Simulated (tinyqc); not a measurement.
Abrupt p-n junction, non-linear Poisson equation by Newton steps: one step of the calculation.

One dimension, p side on the left, n side on the right; net doping C = -Na for x < 0 and +Nd for x > 0. The potential psi is counted from the intrinsic level, and the quasi-Fermi potentials are flat: 0 for holes and -V for electrons, so n = ni exp((psi + V)/Vt) and p = ni exp(-psi/Vt) (Boltzmann statistics, full ionisation, no current).

Question. Intrinsic density, end potentials and Debye lengths. ni = sqrt(Nc Nv) exp(-Eg/(2 Vt)), Eg in volts; psi_p = -Vt ln(Na/ni), psi_n = Vt ln(Nd/ni) - V; Debye length sqrt(eps0 eps_r Vt/(q N)).

Inputs (values chosen for the exercise); band and dielectric values close to those of cadmium telluride: temperature T = 300 K; band gap Eg = 1.52 eV; relative permittivity eps_r = 10.1; conduction-band density of states at T Nc = 8.02e17 cm^-3; valence-band density of states at T Nv = 1.8e19 cm^-3; acceptor density of the p side Na = 4e15 cm^-3; donor density of the n side Nd = 3.6e17 cm^-3; bias of the p side against the n side V = 0 V.

Constants: q = 1.602176634e-19 C, kB = 1.380649e-23 J/K, Vt = kB T/q, eps0 = 8.8541878128e-14 F/cm where lengths are in cm. Results are converted to the units shown.

Give: ni; psi_p; psi_n; Debye length, p side; Debye length, n side.

Answer.

ni = 6.491e5 cm^-3
psi_p = -0.5828 V
psi_n = 0.6991 V
Debye length, p side = 60.06 nm
Debye length, n side = 6.331 nm

Range of the model: The donor density exceeds a fifth of the band density of states, where Boltzmann statistics begin to fail.

Program tinyqc, `OMP_NUM_THREADS=1 python tinyqc.py 2000119 2000120 out.jsonl`; Intel Xeon 2.30GHz, shared host, one thread, about 0.02 s.
